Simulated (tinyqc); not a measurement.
Inside a calculation. Method: MP2 on RHF in the 6-31g basis, for H-, spin multiplicity 1. The basis has no diffuse functions, so it cannot describe the extra electron: this is an exercise in the method, not the real anion. One step of it, computed by the program tinyqc.

Task: Iteration 9 (converged): orbitals. Diagonalise F' = X^T F X, C = X C', fill 1 alpha and 1 beta electrons from the bottom; D = 2 C_occ C_occ^T. Each column has its largest component positive (the first on a tie).

converged F (hartree):
```
           1H 1s      1H 2s
1H 1s   0.609643  -0.123666
1H 2s  -0.123666   0.101393
```

X:
```
               1         2
1H 1s   1.209644  0.549104
1H 2s  -1.209644  0.549104
```

Give: F' = X^T F X; orbital energies; coefficients C; D after iteration 9.

Result:

F' = X^T F X (hartree):
```
        1       2
1  1.4023  0.3376
2  0.3376  0.1398
```

orbital energies (hartree): MO1 0.0552, MO2 1.4869

coefficients C:
```
          MO1      MO2
1H 1s  0.2386   1.3068
1H 2s  0.8267  -1.0399
```

D after iteration 9:
```
        1H 1s   1H 2s
1H 1s  0.1138  0.3945
1H 2s  0.3945  1.3668
```
